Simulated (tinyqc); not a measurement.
Comparisons within one model: free and nearly free electrons in a metal. A value that a table varies takes the place of the one given here.

The cubic cell holds 4 atoms: n = 4 z/a^3, kF = (3 pi^2 n)^(1/3), EF = c kF^2/m, vF = 2 c kF/(m hbar), c = hbar^2/2m0; rs = (3/(4 pi n))^(1/3)/a0; D(EF) = 3 n/(2 EF).

Two plane waves k and k - G, G = (111) (2 pi/a): H = [[c k^2/m, V], [V, c (k - G)^2/m]] with c = hbar^2/2m0.

Square wire of width w with grain size w: rho/rho0 = 1/(1 - 3 al/2 + 3 al^2 - 3 al^3 ln(1 + 1/al)) + (3/4) (1 - p) l/w, with al = (l/w) Rg/(1 - Rg) (Mayadas-Shatzkes plus the thick-wire form of Fuchs-Sondheimer); l = hbar kF/(n e^2 rho), e = 1.602176634e-19 C.

Constants: hbar^2/2m0 = 3.80998211 eV angstrom^2; hbar = 6.58211957e-16 eV s; a0 (Bohr radius) = 0.5291772105 angstrom.

Values chosen for the exercise (near those of Cu, whose d bands this model ignores; shifted at random, so the results belong to these values and not to a real crystal):
```
symbol  value  unit          meaning
a       3.641  angstrom      fcc lattice constant
z       1                    free electrons an atom
m       0.94   m0            mass
rho     1.93   micro-ohm cm  bulk resistivity
p       0.2                  specularity of the surfaces
Rg      0.55                 reflection at grain boundaries
w       30     nm            wire width
```

## When the Fermi surface touches the face

On the face the lower band is E = c (G^2/4 + q^2)/m - V, q along the face. EF is held at its free value. A neck opens where EF > c G^2/(4m) - V, with radius q; the second band fills where EF > c G^2/(4m) + V.

Necks:
```
V (eV)  lower band at the face centre (eV)  neck radius (1/angstrom)  radius/kF
0.2                                  8.853                         -          -
0.5                                  8.553                         -          -
0.8                                  8.253                         -          -
1.1                                  7.953                         -          -
1.4                                  7.653                         -          -
1.8                                  7.253                    0.1727      0.128
2.2                                  6.853                    0.3585      0.266
2.6                                  6.453                    0.4767      0.353
```

EF = 7.374 eV
c G^2/(4m) = 9.053 eV

What does this show, and why?

Contact needs V > 1.679 eV. It is first met at V = 1.8 eV of those listed, and the radius then grows as the square root of the excess, to 0.353 kF at 2.6 eV. EF is held at its free value here; a count of states lowers it as V grows, strongly for V of an eV or more, so the threshold is a lower bound, the radii are upper bounds, and some necks may vanish.

## Resistivity of narrow wires

Wires:
```
w (nm)     al  grain term (factor - 1)  surface term  rho (micro-ohm cm)
200     0.212                    0.303         0.104                2.72
100     0.423                    0.596         0.208                3.48
50      0.847                    1.171         0.416                4.99
30      1.411                    1.931         0.693                6.99
20      2.117                    2.877         1.039                9.49
14      3.025                    4.090         1.485               12.69
10      4.234                    5.705         2.079               16.95
7       6.049                    8.127         2.970               23.35
```

l = 34.64 nm

How do the results move?

At 7 nm the resistivity is 12.10 times the bulk value; grain boundaries add more (8.13 from grains, 2.97 from surfaces). It passes twice the bulk value between 100 and 50 nm. The surface formula is meant for w above l = 35 nm, so the rows below that are rough.

## What sets the wire resistivity

All results formed anew. Each row changes one parameter from the base and keeps the others.

Results:
```
case                      EF (eV)  l (nm)  wire rho (micro-ohm cm)
base                        7.374   34.64                    6.994
a = 3.75 angstrom           6.951   36.75                    7.298
m = 1.128 m0                6.145   34.64                    6.994
rho = 2.316 micro-ohm cm    7.374   28.87                    7.394
p = 0.5                     7.374   34.64                    6.493
Rg = 0.385                  7.374   34.64                    5.204
w = 21 nm                   7.374   34.64                    9.132
```

What can be read from the table?

The largest shifts from the base row, up to three for each result and ties (the steps differ in size, so this ranks the rows, not the parameters). EF (eV): m -1.229, a -0.422; unchanged at the printed digits by rho, p, Rg and w. l (nm): rho -5.77, a +2.11; unchanged at the printed digits by m, p, Rg and w. wire rho (micro-ohm cm): w +2.138, Rg -1.790, p -0.501; unchanged at the printed digits by m. The mass drops out of l at given rho, because vF falls and tau rises by the same factor.

Program tinyqc; command `OMP_NUM_THREADS=1 python tinyqc.py 1680386 1680387 out.jsonl`; about 0.01 s on one thread of a shared Intel(R) Xeon(R) Processor @ 2.30GHz.
